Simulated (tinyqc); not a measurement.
Heterojunction of two tight-binding chains: one step. Wave numbers and velocities. Three cases, with inputs chosen for the exercise.

Question. The left chain has hopping t1 and band bottom 0, the right one t2 and dE. cos(ka) = 1 - (E - bottom)/(2t); dE/dk = 2 t a sin(ka).

Case 1.

Values chosen (out of a larger set: masses and offset of the size met at GaN / AlGaN; not measured data): a = 3 angstrom (site spacing); dE = 0.49 eV (band offset); E = 0.5 eV (electron energy).

t1 = 2.025509 eV
t2 = 1.666659 eV

Case 2.

Values chosen (out of a larger set: masses and offset of the size met at InGaAs / InAlAs; not measured data): a = 5 angstrom (site spacing); dE = 0.6 eV (band offset); E = 0.683 eV (electron energy).

t1 = 3.717056 eV
t2 = 2.005254 eV

Case 3.

Values chosen (out of a larger set: masses and offset of the size met at GaAs / AlGaAs; not measured data): a = 3 angstrom (site spacing); dE = 0.23 eV (band offset); E = 0.26 eV (electron energy).

t1 = 5.879602 eV
t2 = 4.233313 eV

Give: ka; dE/dk.

Answer.

Case 1.

ka (rad): left 0.50210, right 0.07748

dE/dk (eV angstrom): left 5.8489, right 0.7740

Case 2.

ka (rad): left 0.43201, right 0.20380

dE/dk (eV angstrom): left 15.5632, right 4.0585

Case 3.

ka (rad): left 0.21068, right 0.08421

dE/dk (eV angstrom): left 7.3773, right 2.1363

Computed by tinyqc, one run a case: `OMP_NUM_THREADS=1 python tinyqc.py N N+1 out.jsonl` with N = 1450252, 1450515, 1450681; one thread of a shared Intel(R) Xeon(R) Processor @ 2.30GHz, about 0.01 s a run at most.
